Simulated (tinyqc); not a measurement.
Comparisons within one model: linear model of a band gap against the share of exact exchange. A value that a table varies takes the place of the one given here.

E(alpha) = E0 + S alpha. A wider gap screens less, modelled in the Penn form eps(alpha) = 1 + (e0 - 1)(EP/(EP + S alpha))^2 with a scale EP chosen for the exercise. A dielectric-dependent hybrid takes alpha = 1/eps.

Parameters, chosen for this exercise (of the order of those of AlN; not measured data): E0 = 4.23 eV (gap of the semi-local functional); S = 8.29 eV (slope dE/d(alpha)); e0 = 5.06 (optical dielectric constant at alpha = 0); EP = 21.2 eV (energy scale of the screening); Et = 6.13 eV (target gap).

## Sweep of alpha

Also the exciton scale relative to alpha = 0, (m/m(0))(eps(0)/eps)^2, with a mass proportional to E + D, D = E0/2 + 0.3 eV, a k.p rule for direct gaps only.

Results:

| alpha | E (eV) | eps | alpha eps | exciton scale |
|---|---|---|---|---|
| 0.00 | 4.230 | 5.060 | 0.000 | 1.00 |
| 0.05 | 4.644 | 4.906 | 0.245 | 1.13 |
| 0.10 | 5.059 | 4.760 | 0.476 | 1.27 |
| 0.15 | 5.473 | 4.623 | 0.693 | 1.42 |
| 0.20 | 5.888 | 4.492 | 0.898 | 1.59 |
| 0.25 | 6.303 | 4.369 | 1.092 | 1.76 |
| 0.35 | 7.131 | 4.141 | 1.449 | 2.14 |
| 0.50 | 8.375 | 3.841 | 1.920 | 2.82 |

How do the results move?

alpha eps reaches 1 between alpha = 0.2 and 0.25 (fixed point 0.226), and the target gap is met between 0.2 and 0.25. At the fixed point the gap is 6.10 eV, -0.03 eV from the target. From 0 to 0.25 the gap grows by 2.07 eV while eps falls by 14 %; the exciton scale, which takes both, grows by a factor of 1.76.

## What each parameter does

Fixed point alpha = 1/eps(alpha), gap and eps there. Each row changes one parameter from the base and keeps the others.

Results:

| case | alpha | E (eV) | eps |
|---|---|---|---|
| base | 0.2258 | 6.102 | 4.428 |
| E0 = 4.653 eV | 0.2258 | 6.525 | 4.428 |
| S = 7.461 eV | 0.2226 | 5.891 | 4.491 |
| e0 = 5.566 | 0.2033 | 5.916 | 4.918 |
| EP = 23.32 eV | 0.2229 | 6.078 | 4.486 |

How do the results move?

The largest shifts from the base row, up to three for each result and ties (the steps differ in size, so this ranks the rows, not the parameters). alpha: e0 -0.0225, S -0.0032, EP -0.0029; unchanged at the printed digits by E0. E (eV): E0 +0.423, S -0.211, e0 -0.187. eps: e0 +0.490, S +0.064, EP +0.058; unchanged at the printed digits by E0.

Run: tinyqc, `OMP_NUM_THREADS=1 python tinyqc.py 1881278 1881279 out.jsonl`; Intel(R) Xeon(R) Processor @ 2.30GHz, one thread, shared host; about 0.01 s of CPU time with all checks.
